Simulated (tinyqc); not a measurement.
From final C_6 back to diffusivity D: finite-difference solution of the diffusion equation on a small grid. Computed by tinyqc, a small Python program. Command: `OMP_NUM_THREADS=1 python tinyqc.py 3010415 3010416 out.jsonl fdiff inv`. One thread of a shared host (Intel(R) Xeon(R) Processor @ 2.30GHz), about 0.02 s of CPU time with the checks.

dC/dt = D d2C/dx2 on nodes x_j = j dx, j = 0..11; the far end is sealed.

Inputs (values chosen for the exercise): grid spacing dx = 10 nm; time step dt = 1300 s; final time t_f = 39000 s; surface value C_s = 56 % of a reference.

Boundary at x = 0: fixed surface value. Scheme: Crank-Nicolson.

start values C_j, j = 0, 1, ... (% of a reference): [0, 0, 0, 0, 0, 0, 0, 0, 0, 0, 0, 0]

Method:
- The operator M acts as (M C)_j = C_(j-1) - 2 C_j + C_(j+1); at the sealed far end a mirror node gives 2 C_(N-2) - 2 C_(N-1); at j = 0, C_0 is held at C_s from the start (row of zeros).
- With r = D dt/dx^2: (1 - theta r M) C(new) = (1 + (1 - theta) r M) C(old); theta = 0 explicit, 1 implicit, 1/2 Crank-Nicolson.
- The run takes n = round(t_f/dt) steps of length t_f/n.
- The dose is the trapezoidal sum of C dx; the error is the largest difference from exp(M D t/dx^2) C(0), the exact time evolution on the same grid.

Task: A run gave the result below. Find the diffusivity D, known to lie between 0.025 and 0.062 nm^2/s.

final C_6 = 18.55701 %

Result:

Each step takes the trial c = (a f_b - b f_a)/(f_b - f_a), f being the result less the target and a, b, c the logarithms of the listed values; c replaces end b, the old b replaces a if the sign of f changed, and otherwise f_a is halved.

Scan of the range:
```
diffusivity D (nm^2/s)  final C_6 (%)
0.0250                         9.8243
0.0291                        11.7250
0.0338                        13.7193
0.0394                        15.8764
0.0458                        18.1068
0.0533                        20.4728
0.0620                        22.9593
```

False position (Illinois rule, in the logarithm of the input) inside the bracket:
```
step      end a      end b      trial  final C_6 (%)
1     0.0458000  0.0533000  0.0471410        18.5476
2     0.0533000  0.0471410  0.0471694        18.5568
3     0.0533000  0.0471694  0.0471706        18.5572
4     0.0471694  0.0471706  0.0471700        18.5570
```

Final C_6 rises at every point of a 13-point scan of the range (every second point is shown), so one value fits; it is bracketed by 0.0458 and 0.0533. Answer: diffusivity D = 0.04717 nm^2/s.
